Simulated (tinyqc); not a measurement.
Epitaxial growth on a vicinal surface: Burton-Cabrera-Frank step flow, step-edge barrier and island nucleation: one step, computed by the program tinyqc. Command: `OMP_NUM_THREADS=1 python tinyqc.py 3005170 3005171 out.jsonl stepflow walk`. One thread of a shared host (Intel(R) Xeon(R) Processor @ 2.30GHz), about 0.01 s of CPU time with the checks.

Adatoms land at rate F, hop on a square grid (a simplification for hexagonal faces), desorb, or join steps. Lengths are in units of a and n is the adatom coverage. Steps ascend at x = 0 and descend at x = l.

Task: Terrace solution. D n'' - n/tau + F = 0 with n(0) = n_eq and -l_s n'(l) = n(l) - n_eq. With u = n - F tau, A = n_eq - F tau, y = l/x_s, s = l_s/x_s: u = A cosh(x/x_s) + B sinh(x/x_s), B = A (1 - cosh y - s sinh y)/(sinh y + s cosh y). Flux into the ascending step J+ = D B/x_s, over the descending one J- = -(D/x_s)(A sinh y + B cosh y); step velocity J+ + J-; growth rate (J+ + J-)/l. For small y: J+ + J- = (F - n_eq/tau) l, J-/J+ = l/(l + 2 l_s). The coverage peaks where n' = 0, tanh(x/x_s) = -B/A.

Inputs (values chosen for the exercise, close to those used for GaAs(001)): deposition rate F = 0.014 layers/s; temperature T = 640 C.

D = 66857.92 a^2/s

lifetime tau = 173.5050 s

diffusion length x_s = 3405.904 a

equilibrium coverage n_eq = 1.539336e-05

terrace width l = 5.034124 a

Schwoebel length l_s = 29.91438 a

Give: J+; J-; growth rate; peak coverage; position of the peak.

Result:

J+ = 0.06540 atoms per step site and s

J- = 0.005076 atoms per step site and s

growth rate = 0.01400 layers/s

peak coverage = 1.768e-05

position of the peak = 4.672 a

Caution: terraces under ten sites wide are at the edge of a continuum description.
